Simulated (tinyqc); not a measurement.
Worked calculation: Hubbard chain of 4 sites. Computed by tinyqc, a small Python program that keeps every step. Settings: hopping = 1.71, U = 3.2, mixing = 0.5, iteration cap = 54. Command: `OMP_NUM_THREADS=1 python tinyqc.py 27423 27424 out.jsonl` (the two numbers bound the seeds that draw the settings). One thread of a shared host (Intel(R) Xeon(R) Processor @ 2.60GHz), about 0.2 s of CPU time with the checks.

one-body matrix (hopping and site energies) (eV), lower triangle:
```
           1          2          3         4
1   0.000000
2  -1.710000   0.000000
3   0.000000  -1.710000   0.000000
4   0.000000   0.000000  -1.710000  0.000000
```

U = 3.200000 eV

electrons, up and down: 2  2

n(up) at the start (a guess, not normalised): 1 0.500000, 2 0.500000, 3 0.500000, 4 0.500000

n(down) at the start (a guess): 1 0.500000, 2 0.500000, 3 0.500000, 4 0.500000

Each step fills the lowest levels of T + U n(other spin) and sets n(new) = n + mixing (n(out) - n); stop when output and input agree to 1e-8.

Course of the cycle:
```
iteration       E (eV)  largest |n(out) - n(in)|  mean |n_up - n_down|
1          -4.44735248                  2.22e-16              0.000000
```

Can the last value be used, and what does the course show?

No, though the log alone does not show it. Converged in 1 iterations. But random starts reach -4.46134 eV, so this is another stationary point, not the lowest one. Reruns (cap 100 unless said): mixing 0.2: converged in 1 to a higher stationary point (E = -4.44735); mixing 0.9: converged in 1 to a higher stationary point (E = -4.44735). Before convergence this energy mixes input and output and is not variational, so it may rise towards its limit.
